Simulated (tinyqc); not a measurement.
From results back to parameters: overlap of hydrogenic dopants: pairs, impurity band and the Mott density. Three cases, with inputs chosen for the exercise.

Problem. Ry* = Ry m/eps^2, aB = a0 eps/m, and the Mott density is (0.26/aB)^3 (1/angstrom^3 = 1e24/cm^3). Binding energy and critical density come from a hidden mass and dielectric constant.

Constants: Ry = 13.60569312 eV; a0 (Bohr radius) = 0.5291772105 angstrom.

Case 1.

binding energy = 34.17443 meV
critical density = 1.416389e+18 1/cm^3

Case 2.

binding energy = 5.62907 meV
critical density = 1.888330e+16 1/cm^3

Case 3.

binding energy = 4.99750 meV
critical density = 1.351870e+16 1/cm^3

Find: aB; eps; m.

Solution. aB = 0.26/n^(1/3); the product Ry* aB = Ry a0/eps gives eps, and m = a0 eps/aB.

Case 1.

aB = 23.15 angstrom
eps = 9.10
m = 0.208 m0

Case 2.

aB = 97.64 angstrom
eps = 13.10
m = 0.071 m0

Case 3.

aB = 109.14 angstrom
eps = 13.20
m = 0.064 m0

Computed by tinyqc, one run a case: `OMP_NUM_THREADS=1 python tinyqc.py N N+1 out.jsonl` with N = 1451554, 1451560, 1451658; one thread of a shared Intel(R) Xeon(R) Processor @ 2.30GHz, about 0.01 s a run at most.
